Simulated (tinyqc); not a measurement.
Changing the layer thickness h: elastic strain and critical thickness of a cubic alloy layer A(1-x)B(x) on a thick substrate. Computed by tinyqc, a small Python program. Command: `OMP_NUM_THREADS=1 python tinyqc.py 3030468 3030469 out.jsonl misfit sweep`. One thread of a shared host (Intel(R) Xeon(R) Processor @ 2.30GHz), about 0.01 s of CPU time with the checks.

Strain is positive in tension. The layer is coherent with the substrate unless said otherwise.

Inputs (values chosen for the exercise, for a model alloy):
```
quantity                        value      unit
fraction x of B                  0.78         -
lattice constant a_A            5.869  angstrom
lattice constant a_B            6.058  angstrom
substrate lattice constant a_S  5.859  angstrom
start of the iteration h0/b       100         -
```

Growth plane: (001). Layer: uncapped. Misfit dislocation: 60-degree.

C11, C12, C44 of A (GPa): 100.9  50.88  41.01

C11, C12, C44 of B (GPa): 82.85  43.57  42.49

Method:
- a = (1 - x) a_A + x a_B, the same rule for each C_ij; misfit f = (a_S - a)/a, the in-plane strain of the coherent layer.
- (001): D = 2 C12/C11, M = C11 + C12 - 2 C12^2/C11. The free surface carries no normal stress, so e_perp = -D f; dV/V = 2 f + e_perp; stress = M f; energy per area = M f^2 h (1 GPa nm = 1 J/m^2).
- Voigt averages: G = (C11 - C12 + 3 C44)/5, B = (C11 + 2 C12)/3, nu = (3 B - 2 G)/(2 (3 B + G)); b = a/sqrt(2). The 60-degree dislocation has cos alpha = 1/2, and cos lambda = 1/2 on (001).
- Matthews-Blakeslee: h_c = A [ln(h_c/b) + 1], A = b (1 - nu cos^2 alpha)/(8 pi |f| (1 + nu) cos lambda), the factor 8 pi being that of an uncapped layer.
- Start at h0, put the right side back in, and stop when the change is below 1e-9 h or h turns negative.
- For h > h_c the same force balance gives the strain left, |e| = |f| A [ln(h/b) + 1]/h, and below h_c e = f; relaxation = 1 - e/f; dislocations per length across each line direction = (|f| - |e|)/(b cos lambda).

One run for each value; columns: (1) layer thickness h (nm); (2) strain left e; (3) relaxation (%); (4) dislocation line density (1/micrometre); (5) strain energy per area (J/m^2):
```
(1)         (2)     (3)     (4)         (5)
2     -0.026165   0.000    0.00  1.1636e-01
4.3   -0.019342  26.075   32.07  2.5017e-01
9.3   -0.011025  57.862   71.17  5.4107e-01
20    -0.006088  76.733   94.39  1.1636e+00
43    -0.003278  87.470  107.59  2.5017e+00
93    -0.001724  93.411  114.90  5.4107e+00
200   -0.000898  96.569  118.79  1.1636e+01
430   -0.000462  98.233  120.83  2.5017e+01
930   -0.000235  99.104  121.90  5.4107e+01
2000  -0.000119  99.546  122.45  1.1636e+02
```

Describe and explain the trends.

Over the rows, strain left e rises from -0.0262 to -1.19e-4 (exponent d ln y / d ln x -0.39 between the first rows and -0.89 between the last); relaxation (%) rises from 0 to 99.5; dislocation line density (1/micrometre) rises from 0 to 122. The exponent of strain energy per area stays at 1: the energy density is uniform. Relaxation sets in between 2.00 and 4.30 nm, and reaches 99.5 % at the largest thickness. The energy column is that of the coherent layer. Real layers relax later, as dislocations must nucleate and glide.

Caution (all rows): above about 2 % misfit, linear elasticity is rough and compressed layers tend to form islands before dislocations. Caution (all rows): a critical thickness of a few Burgers vectors is outside continuum elasticity and hangs on the core term.

Extremes, crossings and ranges named in words are read from the listed rows.
